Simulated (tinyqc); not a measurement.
Thickness, silicon consumed, volume change, sheet resistance: thermodynamics of metal silicides: hull, first phase, silicon consumed, nucleation and stability against SiO2. Computed by tinyqc, a small Python program. Command: `OMP_NUM_THREADS=1 python tinyqc.py 3009113 3009114 out.jsonl silphase walk`. One thread of a shared host (Intel(R) Xeon(R) Processor @ 2.30GHz), about 0.01 s of CPU time with the checks.

Entropies of formation of the solids are neglected, so heats stand for free energies. Si fractions: M5Si3 0.3750, MSi 0.5000, MSi2 0.6667.

Inputs (values chosen for the exercise, for a model metal): molar volume of M = 10.64 cm^3/mol; molar volume of Si = 12.06 cm^3/mol; metal thickness t = 29 nm.

Phases: M5Si3, MSi, MSi2.

volumes of the three phases per mole of M (cm^3/mol): [15, 18.3, 25.6]

resistivities of the three phases (microohm cm): [55, 18, 17]

Method. Per phase M_a Si_b, for ample silicon (not limited to t_Si): silicide thickness = t V/V_M; silicon consumed = t (b/a) V_Si/V_M; net volume change = V/(V_M + (b/a) V_Si) - 1; the top surface lies (silicide thickness - silicon consumed) above the old interface; sheet resistance = resistivity/thickness.

Films:
```
phase  thickness (nm)  Si consumed (nm)  volume change (%)  top above old interface (nm)  sheet resistance (ohm)
M5Si3          40.883            19.722            -16.089                        21.161                  13.453
MSi            49.878            32.870            -19.383                        17.008                   3.609
MSi2           69.774            65.741            -26.352                         4.034                   2.436
```

silicon consumed by MSi = 32.870 nm

sheet resistance of MSi = 3.6088 ohm

What does the comparison show, and why?

For a given sheet resistance the silicon consumed goes as resistivity x (b/a)/V: M5Si3 2.20, MSi 0.984, MSi2 1.33. It is least for MSi, which matters on shallow junctions and thin silicon. All three reactions shrink the total volume.

Extremes, crossings and ranges named in words are read from the listed rows.
